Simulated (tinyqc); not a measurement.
Worked calculation: two-valley model of the transferred-electron effect. Computed by tinyqc, a small Python program that keeps every step. Command: `OMP_NUM_THREADS=1 python tinyqc.py 3014608 3014609 out.jsonl gunn walk`. One thread of a shared host (Intel(R) Xeon(R) Processor @ 2.30GHz), about 0.01 s of CPU time with the checks. Intermediate numbers are printed to about 6 digits and carried at full precision; extremes and crossings named in words are read from the listed rows.

Both kinds of valley share one electron temperature T_e, and each has a constant mobility.

Inputs (values chosen for the exercise, modelled on In0.53Ga0.47As): central-valley mass m1 = 0.041 m_0; satellite-valley mass m2 = 0.27 m_0; satellite valleys Z = 4; valley separation dE = 0.56 eV; central-valley mobility mu1 = 10000 cm^2/(V s); satellite-valley mobility mu2 = 220 cm^2/(V s); energy relaxation time tau_E = 1.3 ps; lattice temperature T = 100 K; electric field F = 1.8 kV/cm; mixing = 0.1; iteration cap = 600; doping n = 5.1e+15 1/cm^3; device length L = 2.1 micrometre; permittivity eps = 13.9.

Solver: damped fixed point.

Constants: k_B = 8.617333262e-05 eV/K; eps_0 = 8.8541878128e-12 F/m; e = 1.602176634e-19 C.

## Equilibrium

Density-of-states ratio R = Z (m2/m1)^(3/2); n2/n1 = R exp(-dE/(k_B T_e)); mean mobility mu = (mu1 + mu2 n2/n1)/(1 + n2/n1); energy balance e mu F^2 = (3/2) k_B (T_e - T)/tau_E; v = mu F.

R = 67.5974

n2/n1 without field = 4.04736e-27

low-field mobility = 10000 cm^2/(V s)

dE is 65.0 k_B T, so the satellites are empty without field.

## First two iterations

Fixed point from T_e = T: T_out = T + (2/3) e mu(T_e) F^2 tau_E/k_B, T_new = T_e + mixing (T_out - T_e); stop when |T_out - T_e| is below 1e-6 K.

T_out of iteration 1 = 425.855 K

T_e after iteration 1 = 132.585 K

mu at that T_e = 10000 cm^2/(V s)

T_e after iteration 2 = 161.912 K

## Electron temperature

The formulas are those given above.

Course of the iteration:
```
iteration  T_e (K)  mu (cm^2/(V s))  |T_out - T_e| (K)
1          100.000          10000.0        3.25855e+02
2          132.585          10000.0        2.93269e+02
3          161.912          10000.0        2.63942e+02
4          188.307          10000.0        2.37548e+02
5          212.061          10000.0        2.13793e+02
6          233.441          10000.0        1.92414e+02
7          252.682          10000.0        1.73173e+02
...            ...              ...                ...
182        425.850           9999.8        1.69659e-06
183        425.850           9999.8        1.52690e-06
184        425.850           9999.8        1.37418e-06
185        425.850           9999.8        1.23674e-06
186        425.850           9999.8        1.11304e-06
187        425.850           9999.8        1.00172e-06
188        425.850           9999.8        9.01526e-07
```

electron temperature T_e = 425.850 K

Converged in 188 iterations.

## Velocity

The formulas are those given above.

share in the satellites = 0.00159414 %

mean mobility = 9999.84 cm^2/(V s)

drift velocity = 1.79997 1e7 cm/s

## Peak, valley and negative differential mobility

Using T_e as the parameter, F(T_e) = sqrt(3 k_B (T_e - T)/(2 e mu tau_E)) and v = mu F; find the first maximum and the next minimum of v, and the most negative dv/dF between them.

threshold field = 3.62564 kV/cm

peak velocity = 2.91238 1e7 cm/s

T_e at the threshold = 1161.97 K

field of the velocity minimum = 22.7113 kV/cm

valley velocity = 1.86674 1e7 cm/s

peak-to-valley ratio = 1.56014

most negative differential mobility = -1576.27 cm^2/(V s)

At the threshold k_B T_e is dE/5.6. The field of this run lies below the threshold.

## Does a domain form?

Space charge grows at the rate n e |mu_d|/(eps eps_0) during the transit time L/v, with v the valley velocity; Kroemer's criterion asks n L > eps eps_0 v/(e |mu_d|). Transit frequency v/L.

critical n L = 9.09718e+10 1/cm^2

n L of the device = 1.07100e+12 1/cm^2

transit frequency = 88.8924 GHz

n L is 11.8 times the critical product: a domain can mature if the bias field lies in the region of negative slope.

## Velocity against field

The formulas are those given above.

The curve:
```
F (kV/cm)  T_e (K)  share in the satellites (%)  v (1e7 cm/s)  low-field line (1e7 cm/s)
0.18        103.26                  3.14632e-24       0.18000                       0.18
0.45        120.37                  2.41249e-20       0.45000                       0.45
0.90        181.46                  1.89274e-12       0.90000                       0.90
1.30        269.97                  2.37574e-07       1.30000                       1.30
1.80        425.85                  1.59414e-03       1.79997                       1.80
2.50        723.41                  8.41190e-01       2.47943                       2.50
3.60       1154.42                  1.95335e+01       2.91226                       3.60
5.40       1561.48                  5.12945e+01       2.69104                       5.40
9.00       2145.42                  7.65763e+01       2.25975                       9.00
18.00      3532.08                  9.14800e+01       1.89586                      18.00
```

v falls between 3.6 and 18 kV/cm, while the share in the slow valleys goes from 20 to 91 %: transfer outruns the rise of the field. With constant mobilities n2/n1 tends to R and v ends on the line (mu1 + R mu2) F/(1 + R), a mobility of 363; real satellites saturate instead. Rows with T_e above 3000 K lie outside the range of a Maxwellian in parabolic valleys.

Checks made by the program: field recovered from T_e by the energy balance (relative difference 1e-09).
